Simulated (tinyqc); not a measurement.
Adsorption as a lattice gas: isotherms with interactions, competition, desorption peaks and saturation dose: one step, computed by the program tinyqc.

One adsorbate per site; a molecule needs 2 empty sites. Gas and surface have the same temperature.

Problem. Coverage with interactions. With u = w/(k_B T). Mean field: theta/(1 - theta) = y exp(-z u theta). Quasi-chemical: theta/(1 - theta) = y [(r - 1 + 2 theta)(1 - theta)/((r + 1 - 2 theta) theta)]^(-z/2) exp(-z u/2), r = sqrt(1 - 4 theta (1 - theta)(1 - exp(-u))).

Inputs (values chosen for the exercise, for a model surface): pair energy w (positive repels) = 0.0064 eV; neighbours z = 3; temperature T = 687 K.

Adsorption: dissociative (second order).

y = 0.2148901

Constants: k_B = 8.617333262e-05 eV/K.

Give: u; coverage, mean field; coverage, quasi-chemical.

Solution.

u = 0.10811

coverage, mean field = 0.16904

coverage, quasi-chemical = 0.16926
